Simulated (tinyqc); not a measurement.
First phase against the interface composition: thermodynamics of metal silicides: hull, first phase, silicon consumed, nucleation and stability against SiO2. Computed by tinyqc, a small Python program. Command: `OMP_NUM_THREADS=1 python tinyqc.py 3009008 3009009 out.jsonl silphase walk`. One thread of a shared host (Intel(R) Xeon(R) Processor @ 2.30GHz), about 0.01 s of CPU time with the checks.

Entropies of formation of the solids are neglected, so heats stand for free energies. Si fractions: M2Si 0.3333, MSi 0.5000, MSi2 0.6667.

Inputs (values chosen for the exercise, for a model metal): heat of formation of M2Si = -42.3 kJ/mol atoms; heat of formation of MSi = -58.1 kJ/mol atoms; heat of formation of MSi2 = -28 kJ/mol atoms.

Phases: M2Si, MSi, MSi2.

Method. Effective heat of formation: at the interface the mixture has the Si fraction x_e; the limiting element scales the heat, H_eff = H x_e/x if x_e < x, H (1 - x_e)/(1 - x) otherwise. The rule names the most negative as the first phase; its restriction to congruently melting phases is left out here.

H_eff (kJ/mol atoms):
```
x_e       M2Si      MSi    MSi2  first phase
0.10  -12.6900  -11.620   -4.20         M2Si
0.20  -25.3800  -23.240   -8.40         M2Si
0.30  -38.0700  -34.860  -12.60         M2Si
0.36  -40.6080  -41.832  -15.12          MSi
0.42  -36.8010  -48.804  -17.64          MSi
0.48  -32.9940  -55.776  -20.16          MSi
0.54  -29.1870  -53.452  -22.68          MSi
0.60  -25.3800  -46.480  -25.20          MSi
0.66  -21.5730  -39.508  -27.72          MSi
0.75  -15.8625  -29.050  -21.00          MSi
```

Each phase is a triangle with its apex at its own composition. In order of x_e the first phase is M2Si, then MSi. On either side of all three the ranking is that of H/x (Si-poor) or H/(1 - x) (Si-rich).
